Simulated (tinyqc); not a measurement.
Gate length: charge control and current of a heterostructure field-effect transistor. Computed by tinyqc, a small Python program. Command: `OMP_NUM_THREADS=1 python tinyqc.py 3001640 3001641 out.jsonl hemt walk`. One thread of a shared host (Intel(R) Xeon(R) Processor @ 2.30GHz), about 0.01 s of CPU time with the checks.

Two subbands in a triangular well; E_F is counted from the conduction band edge of the channel at the interface.

Inputs (values chosen for the exercise, modelled on AlGaN/GaN):
```
quantity                                  value        unit
channel mass m                              0.2         m_0
permittivity eps (barrier and channel)     9.76           -
barrier thickness d                          16          nm
Schottky barrier phi_B                      1.4          eV
conduction band offset dE_c                0.38          eV
polarisation charge sigma/e             1.3e+13      1/cm^2
gate voltage V_G                              0           V
mobility mu                                1900  cm^2/(V s)
saturation velocity v_s                     1.1    1e7 cm/s
gate length L                              1000          nm
source resistance R_S                       1.1      ohm mm
temperature T                               400           K
mixing                                      0.3           -
iteration cap                               200           -
```

Charge source: polarisation. Velocity law: smooth.

Constants: e = 1.602176634e-19 C; eps_0 = 8.8541878128e-12 F/m; k_B = 8.617333262e-05 eV/K; hbar = 1.054571817e-34 J s; m_0 = 9.1093837015e-31 kg; k_B = 1.380649e-23 J/K.

Method:
- Threshold V_T = phi_B - dE_c - sigma d/(eps eps_0) (in volts); C_b = eps eps_0/d.
- Charge control: n_s = C_b (V_G - V_T - E_F/e)/e. Well: mean field F = e n_s/(2 eps eps_0), E_i = (hbar^2/2m)^(1/3) [(3 pi e F/2)(i + 3/4)]^(2/3), i = 0, 1; n_s = D k_B T sum_i ln(1 + exp((E_F - E_i)/k_B T)), D = m/(pi hbar^2), which is solved in closed form for E_F.
- Iteration from n_s = C_b (V_G - V_T)/(2e): E_F from n_s, n_out from the charge control, n_new = n_s + mixing (n_out - n_s), kept above n_s/10; stop when |n_out/n_s - 1| < 1e-9.
- C_g = e dn_s/dV_G = 1/(1/C_b + 1/C_q), 1/C_q = d(E_F/e)/d(e n_s) by a central difference of +/- 0.1 % in n_s; added distance dd = eps eps_0/C_q.
- With V = e n_s/C_g and V_c = v_s L/mu: for v = mu F/(1 + mu F/v_s), V_Dsat = V_c (sqrt(1 + 2V/V_c) - 1) and I/W = C_g v_s (V - V_Dsat); g_m = dI/dV; extrinsic g_m/(1 + g_m R_S); f_T = g_m/(2 pi C_g L).

sheet density n_s = 8.41566e+12 1/cm^2

gate capacitance C_g = 0.487292 microfarad/cm^2

V = 2.76700 V

Scaling; the last columns are v_s/(2 pi L) and mu V/(2 pi L^2):
```
L (nm)  I/W (mA/mm)  g_m (mS/mm)  extrinsic g_m (mS/mm)   f_T (GHz)  velocity limit (GHz)  mobility limit (GHz)
30           1326.0       506.04                 325.08  5.5093e+02                583.57            9.2969e+04
60           1266.0       493.69                 319.94  2.6874e+02                291.78            2.3242e+04
120          1186.0       476.34                 312.56  1.2965e+02                145.89            5.8106e+03
250          1074.8       450.45                 301.20  5.8848e+01                 70.03            1.3388e+03
500           942.4       416.51                 285.64  2.7208e+01                 35.01            3.3469e+02
1000          785.1       371.06                 263.51  1.2119e+01                 17.51            8.3672e+01
2000          611.8       313.05                 232.86  5.1123e+00                  8.75            2.0918e+01
5000          387.1       221.89                 178.36  1.4495e+00                  3.50            3.3469e+00
```

f_T scales as L^-1.04 at the short end and L^-1.38 at the long end; the two limits cross at L = mu V/v_s = 4780 nm. g_m tends to C_g v_s = 536 mS/mm, and R_S cuts it by 36 % at the shortest gate. Fringe capacitances and short-channel effects, left out, lower f_T once L is below about ten barrier thicknesses.

Extremes, crossings and ranges named in words are read from the listed rows.
